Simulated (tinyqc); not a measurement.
Inside a calculation: Landau levels of massive Dirac electrons in two valleys. Values are carried at full precision from step to step, so a last printed digit may differ when a step is redone from the rounded ones.

In a field B along z: l = 1/sqrt((e/hbar) B) is the magnetic length, n_B = B/(h/e) the number of states per area in one level, hbar wc = 2 muB B/m for mass m in m0; 1/angstrom^2 = 1e16/cm^2.

Constants: e/hbar = 1.519267448e-05 1/(T angstrom^2); h/e = 413566.7697 T angstrom^2; muB = 5.788381798e-05 eV/T; e^2/h = 3.874045865e-05 S.

Inputs chosen for the exercise (near those of a MoS2 monolayer; the results hold for these values, not for the real material): B = 12.7 T (magnetic field); n = 3.9 x 1e11/cm^2 (electron sheet density); hv = 3.44 eV angstrom (hbar v); D = 1.74 eV (gap).

## Scales set by the field

Give l, n_B and the filling factor nu = n/n_B.

l = 71.99 angstrom
n_B = 3.0708 x 1e11/cm^2
nu = 1.270

## The lowest levels

H = hv (tau kx sx + ky sy) + (D/2) sz. Conduction levels E_N = sqrt(D^2/4 + 2N hv^2/l^2) - D/2 from the band edge; N = 1, 2, ... occur in both valleys, N = 0 in one valley only (its partner in the other valley lies at the valence edge). Each state is twofold in spin; spin splittings are left out, although in real dichalcogenides the spin-orbit splitting exceeds the level spacing and changes the filling sequence.

List the eight lowest, in meV, with the gap to the next.

Levels:

| label | E (meV) | gap above (meV) |
|---|---|---|
| 0 | 0.000 | 2.620 |
| 1 | 2.620 | 2.613 |
| 2 | 5.233 | 2.605 |
| 3 | 7.838 | 2.597 |
| 4 | 10.435 | 2.590 |
| 5 | 13.025 | 2.582 |
| 6 | 15.607 | 2.574 |
| 7 | 18.181 | 2.567 |

The largest of these gaps, 2.62 meV, first occurs above level 0 and is kB T at 30 K.

## Where EF lies

Level 0 takes 2 n_B electrons and each higher level 4 n_B. At zero temperature and without broadening EF sits in the partly filled level.

Fill the listed levels in order up to nu; give the partly filled level, its energy and its filled share.

level: 0

EF = 0.000 meV
filled share = 0.635

## Fields of the Hall plateaus

A plateau is centred where nu = n/n_B equals 2, 6, 10, 14, 18, 22; there rho_xy = h/(nu e^2).

Plateaus:

| nu | B (T) | 1/B (1/T) | rho_xy (kohm) |
|---|---|---|---|
| 2 | 8.065 | 0.1240 | 12.9064 |
| 6 | 2.688 | 0.3720 | 4.3021 |
| 10 | 1.613 | 0.6200 | 2.5813 |
| 14 | 1.152 | 0.8680 | 1.8438 |
| 18 | 0.896 | 1.1160 | 1.4340 |
| 22 | 0.733 | 1.3640 | 1.1733 |

## Checks

- Level 2 from the matrix in 40 oscillator states against the formula, meV: both 5.233.

Run: tinyqc, `OMP_NUM_THREADS=1 python tinyqc.py 1282710 1282711 out.jsonl`; Intel(R) Xeon(R) Processor @ 2.30GHz, one thread, shared host; about 0.01 s of CPU time with all checks.
